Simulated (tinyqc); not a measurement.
From results back to parameters: five-level k.p model folded onto the conduction band. Three cases, with inputs chosen for the exercise.

Problem. The levels are known; the mass and the g factor at E = Eg are given. Find Ep and Ep2.

Second-order sums for the lowest conduction level at E: 1/m = 1 + Cm + (Ep/3)(2/E + 1/(E + Dso)) - (Ep2/3)(2/(E7 + D2 - E) + 1/(E7 - E)); g/2 = 1 + Cg - (Ep/3)(1/E - 1/(E + Dso)) - (Ep2/3)(1/(E7 - E) - 1/(E7 + D2 - E)). E is counted from the top of the valence band; E = Eg at the edge.

Case 1.

Values chosen (near those of InP; the results hold for these values, not for the real material): Eg = 1.435 eV (gap at Gamma to the s-like level); Dso = 0.108 eV (spin-orbit splitting); E7 = 4.78 eV (upper Gamma7 conduction level, from the valence top); D2 = 0.07 eV (its spin-orbit splitting, Gamma8 above Gamma7); Cm = -0.3 (remote term in 1/m); Cg = 0 (remote term in g/2).

m = 0.07810164 m0
g = 1.303589

Case 2.

Values chosen (near those of InP; the results hold for these values, not for the real material): Eg = 1.487 eV (gap at Gamma to the s-like level); Dso = 0.114 eV (spin-orbit splitting); E7 = 4.85 eV (upper Gamma7 conduction level, from the valence top); D2 = 0.06 eV (its spin-orbit splitting, Gamma8 above Gamma7); Cm = -0.2 (remote term in 1/m); Cg = 0 (remote term in g/2).

m = 0.07445423 m0
g = 1.355622

Case 3.

Values chosen (near those of GaAs; the results hold for these values, not for the real material): Eg = 1.531 eV (gap at Gamma to the s-like level); Dso = 0.35 eV (spin-orbit splitting); E7 = 4.59 eV (upper Gamma7 conduction level, from the valence top); D2 = 0.16 eV (its spin-orbit splitting, Gamma8 above Gamma7); Cm = -0.2 (remote term in 1/m); Cg = 0 (remote term in g/2).

m = 0.06852409 m0
g = -0.108398

Find: coefficients of (Ep, Ep2); right-hand sides 1/m - 1 - Cm and 1 + Cg - g/2; Ep, Ep2.

Solution. Both sums are linear in Ep and Ep2, so two equations fix them.

Case 1.

coefficients of (Ep, Ep2) (1/eV):
```
         1         2
1  0.68061  -0.29487
2  0.01626   0.00204
```

right-hand sides 1/m - 1 - Cm and 1 + Cg - g/2: 12.1038  0.3482

Ep, Ep2 (eV): 20.60  6.50

Case 2.

coefficients of (Ep, Ep2) (1/eV):
```
         1         2
1  0.65653  -0.29388
2  0.01596   0.00174
```

right-hand sides 1/m - 1 - Cm and 1 + Cg - g/2: 12.6311  0.3222

Ep, Ep2 (eV): 20.00  1.70

Case 3.

coefficients of (Ep, Ep2) (1/eV):
```
         1         2
1  0.61266  -0.31607
2  0.04051   0.00542
```

right-hand sides 1/m - 1 - Cm and 1 + Cg - g/2: 13.7934  1.0542

Ep, Ep2 (eV): 25.30  5.40

Computed by tinyqc, one run a case: `OMP_NUM_THREADS=1 python tinyqc.py N N+1 out.jsonl` with N = 1050432, 1050447, 1050453; one thread of a shared Intel(R) Xeon(R) Processor @ 2.30GHz, about 0.01 s a run at most.
